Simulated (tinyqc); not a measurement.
# Surface potential of a MOS transistor: implicit equation and explicit approximations: two studies

p-type body, charge-sheet picture, depletion and inversion only, full ionisation (an idealisation for deep acceptors), Boltzmann statistics (rough once Na exp(x - xn) passes about Nc/7). In units of Vt: xg = (Vg - Vfb)/Vt, x = psi/Vt, G = gamma/sqrt(Vt), xn = (2 phiF + Vc)/Vt. The implicit equation is (xg - x)^2 = G^2 [x - 1 + exp(x - xn)] for x above about 3. Cox = eps0 eox/tox.

Parameters, values chosen for the exercise; band and dielectric values close to those of silicon:
- T = 300 K (temperature)
- Eg = 1.14 eV (band gap)
- eps_r = 11.6 (relative permittivity)
- Nc = 2.83e19 cm^-3 (conduction-band density of states at T)
- Nv = 2.6e19 cm^-3 (valence-band density of states at T)
- eox = 3.9 (relative permittivity of the gate insulator (close to silicon dioxide))
- tox = 2.9 nm (insulator thickness)
- Na = 1.5e18 cm^-3 (acceptor density)
- Vfb = -0.55 V (flat-band voltage)
- Vc = 1 V (channel-body voltage)
- Vg = 2.91 V (gate-body voltage)

Constants: q = 1.602176634e-19 C, kB = 1.380649e-23 J/K, Vt = kB T/q, eps0 = 8.8541878128e-14 F/cm where lengths are in cm. Results are converted to the units shown.

Each table varies one quantity; the others keep the values above.

## Accuracy of the approximations against gate voltage

ni = sqrt(Nc Nv) exp(-Eg/(2 Vt)), Eg in volts; phiF = Vt ln(Na/ni); gamma = sqrt(2 q eps0 eps_r Na)/Cox; VT = Vfb + Vt (xn + G sqrt(xn - 1)). Depletion value a = 1 + [sqrt(G^2/4 + xg - 1) - G/2]^2; inversion value b = xn + ln[(xg - xn)^2/G^2 - xn + 1] and first guess y = min(a, b) - ln(1 + exp(-|a - b|)) if a > xn + 1, else b = y = a; one second-order correction with D = exp(y - xn), p = 2 (xg - y) + G^2 (1 + D), w = (xg - y)^2 - G^2 (y - 1 + D): z = y + 2 w/(p + sqrt(p^2 - 2 (2 - G^2 D) w)), or the Newton step z = y + w/p where the root is not real. N_inv = (Cox Vt G/q) [sqrt(x - 1 + exp(x - xn)) - sqrt(x - 1)] at the root. Lambert form (Cox m Vt/q) W0[(G/(2 m sqrt(xn - 1))) exp((Vg - VT)/(m Vt))], m = 1 + G/(2 sqrt(xn - 1)). Errors under 1e-4 mV, and the linear form below VT, are printed as 0.

Results:

| Vg (V) | psi (V) | x - xn | error of y (mV) | error of z (mV) | N_inv (cm^-2) | Cox (Vg - VT)/q (cm^-2) | Lambert form (cm^-2) |
|---|---|---|---|---|---|---|---|
| 1.87 | 1.665 | -12.60 | 0 | 0 | 1.496e5 | 0 | 1.237e5 |
| 2.07 | 1.828 | -6.283 | 8.70e-3 | 0 | 7.885e7 | 0 | 7.376e7 |
| 2.27 | 1.988 | -0.07620 | 4.16 | -2.80e-3 | 3.738e10 | 1.966e10 | 3.746e10 |
| 2.47 | 2.069 | 3.060 | 15.8 | -1.63 | 7.955e11 | 1.506e12 | 8.092e11 |
| 2.67 | 2.096 | 4.098 | 11.0 | -0.456 | 2.042e12 | 2.992e12 | 2.076e12 |
| 2.87 | 2.112 | 4.696 | 8.33 | -0.182 | 3.390e12 | 4.479e12 | 3.445e12 |
| 3.27 | 2.131 | 5.461 | 5.93 | -0.0609 | 6.185e12 | 7.452e12 | 6.278e12 |
| 3.47 | 2.139 | 5.741 | 5.26 | -0.0417 | 7.607e12 | 8.938e12 | 7.717e12 |

Estimate the missing row, Vg = 3.07 V.

Computed row:

| Vg (V) | psi (V) | x - xn | error of y (mV) | error of z (mV) | N_inv (cm^-2) | Cox (Vg - VT)/q (cm^-2) | Lambert form (cm^-2) |
|---|---|---|---|---|---|---|---|
| 3.07 | 2.123 | 5.124 | 6.87 | -0.0977 | 4.777e12 | 5.965e12 | 4.852e12 |

With this row back in the table: psi rises from 1.66 to 2.14 V and ends 5.7 Vt above 2 phiF + Vc. Among the rows the first guess is off by at most 16 mV (at Vg = 2.47 V) and the corrected value by at most 1.6 mV. In the last row the linear form is 17 % above N_inv and the Lambert form 1.4 % above it; in the first row the Lambert form is 17 % below it. For Vg = 2.47, 2.67, 2.87, 3.07, 3.27, 3.47 the electron quasi-Fermi level lies less than 2 Vt below the band edge at the surface, or above it, where degeneracy and confinement, left out, matter.

## Effect of the channel-body voltage at fixed gate voltage

Same model as above.

Effect of the channel-body voltage at fixed gate voltage:

| Vc (V) | psi (V) | x - xn | error of y (mV) | error of z (mV) | N_inv (cm^-2) | Cox (Vg - VT)/q (cm^-2) | Lambert form (cm^-2) |
|---|---|---|---|---|---|---|---|
| 0 | 1.1533 | 6.3054 | 4.05 | -0.0184 | 1.2487e13 | 1.4048e13 | 1.2700e13 |
| 0.2 | 1.3479 | 6.0968 | 4.42 | -0.0241 | 1.0654e13 | 1.2136e13 | 1.0832e13 |
| 0.4 | 1.5418 | 5.8584 | 4.89 | -0.0332 | 8.8569e12 | 1.0259e13 | 9.0023e12 |
| 0.6 | 1.7345 | 5.5785 | 5.53 | -0.0490 | 7.0912e12 | 8.4103e12 | 7.2066e12 |
| 0.8 | 1.9257 | 5.2367 | 6.46 | -0.0803 | 5.3583e12 | 6.5838e12 | 5.4453e12 |
| 1 | 2.1142 | 4.7912 | 7.98 | -0.158 | 3.6648e12 | 4.7761e12 | 3.7243e12 |
| 1.2 | 2.2972 | 4.1330 | 11.0 | -0.460 | 2.0330e12 | 2.9844e12 | 2.0660e12 |
| 1.4 | 2.4625 | 2.7909 | 15.9 | -1.51 | 5.6820e11 | 1.2065e12 | 5.7676e11 |

What does the comparison show?

As Vc goes from 0 to 1.4, psi rises from 1.15 to 2.46 V, x - xn falls from 6.31 to 2.79 and N_inv falls from 1.25e13 to 5.68e11 cm^-2. The Lambert form stays at 1.02 times N_inv. In every row the electron quasi-Fermi level lies less than 2 Vt below the band edge at the surface, or above it, where degeneracy and confinement, left out, matter.

Numbers from tinyqc (`OMP_NUM_THREADS=1 python tinyqc.py 2122047 2122048 out.jsonl`; about 0.01 s on one thread of a shared Intel Xeon 2.30GHz).
